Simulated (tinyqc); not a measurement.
Avalanche multiplication and breakdown of a junction from ionisation integrals: one step, computed by the program tinyqc. Command: `OMP_NUM_THREADS=1 python tinyqc.py 3012328 3012329 out.jsonl impact walk`. One thread of a shared host (Intel(R) Xeon(R) Processor @ 2.30GHz), about 0.01 s of CPU time with the checks.

Ionisation coefficients follow the local field. Position x runs through the depletion layer from the p side (x = 0), where electrons enter, to the n side (x = w), where holes enter. The built-in voltage is neglected.

Question. On-resistance of the drift layer. R_on = w/(e mu N) with w the width at breakdown; figure of merit V_B^2/R_on; for a triangular field it equals eps eps_0 mu F_m^3/4.

Inputs (values chosen for the exercise, modelled on InP): permittivity eps = 12.5; drift-layer mobility mu = 140 cm^2/(V s); doping N of the lightly doped side = 1.5e+15 1/cm^3.

Junction: one-sided abrupt n+p.

width at breakdown = 18.07332 micrometre

breakdown voltage = 354.6407 V

critical field F_m = 0.3924468 MV/cm

Constants: e = 1.602176634e-19 C; eps_0 = 8.8541878128e-12 F/m.

Give: specific on-resistance; V_B^2/R_on; eps eps_0 mu F_m^3/4.

Answer.

specific on-resistance = 53.72 milliohm cm^2

V_B^2/R_on = 2.341 MW/cm^2

eps eps_0 mu F_m^3/4 = 2.341 MW/cm^2
